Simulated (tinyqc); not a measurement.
From results to parameters: two-site tight-binding chain. Computed by the program tinyqc.

Problem. A two-site chain has site energies +delta (A) and -delta (B) and hoppings t1 > t2 > 0, so E = +/- sqrt(delta^2 + |t1 + t2 exp(-ika)|^2). Find delta, t1 and t2.

upper band at k = 0 = 2.637613 eV
upper band at the zone edge = 0.910934 eV
weight of the upper band on site A at the zone edge = 0.977532

Solution. The weight on A is (1 + delta/E)/2, which gives delta; then t1 + t2 = sqrt(E(0)^2 - delta^2) and t1 - t2 = sqrt(E(edge)^2 - delta^2).

delta, t1, t2 (eV): 0.8700  1.3800  1.1100
